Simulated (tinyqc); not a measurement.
Configuration-coordinate model of a defect: Huang-Rhys factor and luminescence line shape. Changing the displacement dQ. Computed by tinyqc, a small Python program. Command: `OMP_NUM_THREADS=1 python tinyqc.py 3008373 3008374 out.jsonl ccline sweep`. One thread of a shared host (Intel(R) Xeon(R) Processor @ 2.30GHz), about 0.05 s of CPU time with the checks.

Ground state E_g(Q) = (1/2) omega_g^2 Q^2; excited state E_e(Q) = E_0 + (1/2) omega_e^2 (Q - dQ)^2 with omega_e = omega_g and E_0 = E_ZPL. Q is mass-weighted; the dipole does not depend on Q (Condon approximation).

Inputs (values chosen for the exercise, for a model defect):

| quantity | value | unit |
|---|---|---|
| zero-phonon energy E_ZPL | 1.04 | eV |
| ground-state phonon hbar omega_g | 41.7 | meV |
| temperature T | 400 | K |
| refractive index n_r | 3.01 | - |
| transition dipole mu | 1.3 | e angstrom |
| quenching prefactor nu_0 | 7e+11 | 1/s |

Modes: equal frequencies in both states.

Constants: hbar^2/u = 4.18015928e-03 eV angstrom^2; k_B = 8.617333262e-05 eV/K; hbar = 6.582119569e-16 eV s; e = 1.602176634e-19 C; eps_0 = 8.8541878128e-12 F/m; hbar = 1.054571817e-34 J s; c = 299792458 m/s.

Method:
- S = hbar omega dQ^2/(2 hbar^2/u) for each state; relaxation energy S hbar omega; absorption at E_0 + S_e hbar omega_e, emission at E_0 - S_g hbar omega_g; the Stokes shift is their difference.
- Overlaps <m_e|n_g> of harmonic-oscillator functions (Hermite recursion, positive leading coefficients) by a sum over an even grid (700 points from x = -9 to 9 + d for the small table, 1500 points from -16 to 16 + d for the thermal sums), with x = Q sqrt(omega_g/hbar), d = sqrt(2 S_g) and frequency ratio omega_e/omega_g.
- Initial levels m = 0..24 carry Boltzmann weights exp(-m hbar omega_e/k_B T), normalised; final levels n = 0..79; a line lies at E_ZPL + m hbar omega_e - n hbar omega_g with weight w_m <m|n>^2. Moments are taken over these weights without the E^3 factor; FWHM = 2 sqrt(2 ln 2) x standard deviation; the zero-phonon weight is the sum of w_m <m|m>^2.
- The curves cross at the root Q_c nearest dQ; the barrier is (1/2) omega_e^2 (Q_c - dQ)^2, with (1/2) omega^2 = (hbar omega)^2/(2 hbar^2/u). k_r = n_r omega^3 mu^2/(3 pi eps_0 hbar c^3) at the vertical emission energy, without local-field correction; k_nr = nu_0 exp(-barrier/k_B T) (Mott-Seitz); yield = k_r/(k_r + k_nr); T_1/2 = barrier/(k_B ln(nu_0/k_r)).

One run for each value:

| displacement dQ (u^(1/2) angstrom) | S_g | zero-phonon weight | FWHM from the second moment (eV) | vertical emission energy (eV) | classical barrier (eV) | quenching temperature T_1/2 (K) |
|---|---|---|---|---|---|---|
| 0.24 | 0.2873 | 0.61746 | 0.07159 | 1.0280 | 22.053 | 24571 |
| 0.30 | 0.4489 | 0.49067 | 0.08949 | 1.0213 | 13.930 | 15491 |
| 0.36 | 0.6464 | 0.38394 | 0.10739 | 1.0130 | 9.518 | 10560 |
| 0.44 | 0.9656 | 0.27640 | 0.13125 | 0.9997 | 6.205 | 6859 |
| 0.54 | 1.4545 | 0.18686 | 0.16108 | 0.9793 | 3.953 | 4344 |
| 0.65 | 2.1074 | 0.12445 | 0.19389 | 0.9521 | 2.579 | 2811 |
| 0.79 | 3.1129 | 0.07485 | 0.23565 | 0.9102 | 1.596 | 1717 |
| 0.97 | 4.6931 | 0.03792 | 0.28935 | 0.8443 | 0.911 | 960 |
| 1.20 | 7.1825 | 0.01466 | 0.35795 | 0.7405 | 0.458 | 466 |

Describe and explain the trends.

Over the rows, S_g rises from 0.287 to 7.18 (exponent d ln y / d ln x about 2.0 throughout); zero-phonon weight falls from 0.617 to 0.0147 (exponent d ln y / d ln x -1.0 between the first rows and -4.5 between the last); FWHM from the second moment (eV) rises from 0.0716 to 0.358 (exponent d ln y / d ln x about 1.0 throughout). The exponent of S_g stays at 2: S goes as dQ^2. The exponent of FWHM from the second moment stays at 1: the width goes as sqrt(S). A larger displacement widens and lowers the band and brings the crossing down, so strongly coupled centres quench first.

Caution (rows 0.240, 0.300, 0.360, 0.440, 0.540, 0.650): for small S the spectrum is a set of resolved lines, and a Gaussian width has little meaning. Caution (rows 0.240, 0.300, 0.360, 0.440, 0.540, 0.650, 0.790): the curves cross far outside the range of the harmonic model, so the barrier and T_1/2 have no quantitative meaning. Caution (rows 0.970, 1.20): the band is wide against its energy, so the E^3 factor left out of the moments shifts the observed peak up.

Extremes, crossings and ranges named in words are read from the listed rows.
